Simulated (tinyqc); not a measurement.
## Narrowing from the saturation current

Question. A uniform n-type emitter has J0 = (q p0 D/L)(s + tanh(W/L))/(1 + s tanh(W/L)), D = mup Vt, s = S L/D, and p0 = (ni^2/N) exp(dE_app/kB T), where dE_app = dEg + kB T ln[(N/Nc) exp(-eta)]. Find p0, dE_app and dEg.

Inputs (values chosen for the exercise); band and dielectric values close to those of silicon: temperature T = 300 K; conduction-band density of states at 300 K Nc = 2.81e19 cm^-3; ionised donor density N = 6.2e19 cm^-3; minority-hole mobility mup = 230 cm^2/(V s); emitter width W = 840 nm; recombination velocity at the contact S = 8.4e5 cm/s.

Constants: q = 1.602176634e-19 C, kB = 1.380649e-23 J/K, Vt = kB T/q. Results are converted to the units shown.

J0 = 1315.6508 fA/cm^2
L = 812.92648 nm
ni = 8.7148032e9 cm^-3
converged eta = 1.5488430

Answer. J0 gives p0, its ratio to ni^2/N gives dE_app, and the degeneracy term is taken off.

p0 = 90.7 cm^-3
dE_app = 111 meV
dEg = 131 meV

tinyqc, about 0.01 s, one thread, Intel Xeon 2.30GHz (shared host): `OMP_NUM_THREADS=1 python tinyqc.py 2330062 2330063 out.jsonl`
